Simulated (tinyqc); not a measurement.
A coarse mesh hides or distorts the instability: Peierls distortion of a half-filled chain.

Atoms move by +/- u, so bonds change by -/+ 2u and hoppings are t +/- 2 al u. Bands E = -/+ sqrt((2 t cos x)^2 + D^2 sin^2 x) with D = 4 al u, x = k a in (0, pi/2); the gap is 2D. Energy per atom at zero temperature: E(u) = -mean_x sqrt(...) + 2 K u^2; exactly, the mean is (4t/pi) E(1 - z^2), z = D/2t, E the complete elliptic integral of the second kind with parameter m. Coupling lambda = 2 al^2/(pi t K).

Values chosen for the exercise: t = 2.48 eV (hopping of the even chain); al = 4.1 eV/angstrom (change of hopping with bond length); K = 15.4 eV/angstrom^2 (spring constant of a bond).

u0 from the gap equation K = 4 al^2 mean(sin^2 x/|E|) on the mesh x_j = (j + 1/2) pi/(2N); 0 where it has no root.

Results:

| N | u0 (angstrom) | gap (eV) | smallest \|E\| at u = 0 (eV) |
|---|---|---|---|
| 1 | 0.0000 | 0.000 | 3.507 |
| 2 | 0.0422 | 1.384 | 1.898 |
| 3 | 0.0746 | 2.447 | 1.284 |
| 4 | 0.0793 | 2.600 | 0.968 |
| 6 | 0.0807 | 2.647 | 0.647 |
| 8 | 0.0808 | 2.651 | 0.486 |
| 12 | 0.0808 | 2.652 | 0.324 |
| 20 | 0.0808 | 2.652 | 0.195 |
| 40 | 0.0808 | 2.652 | 0.097 |
| 4000 | 0.0808 | 2.652 | 0.001 |

What does the comparison show, and why?

For N = 1 no distortion is found: the mesh leaves its own gap at u = 0, which cuts off the logarithm. u0 is within 1 % of the last row from N = 6 on; the mesh must resolve D = 1.326 eV, and the coherence length xi/a = 2t/D is 3.7.

Computed by tinyqc, a small Python program: `OMP_NUM_THREADS=1 python tinyqc.py 1682769 1682770 out.jsonl` (the numbers bound the seed that draws the inputs); one thread of a shared host (Intel(R) Xeon(R) Processor @ 2.30GHz), about 0.07 s for the whole set of steps.
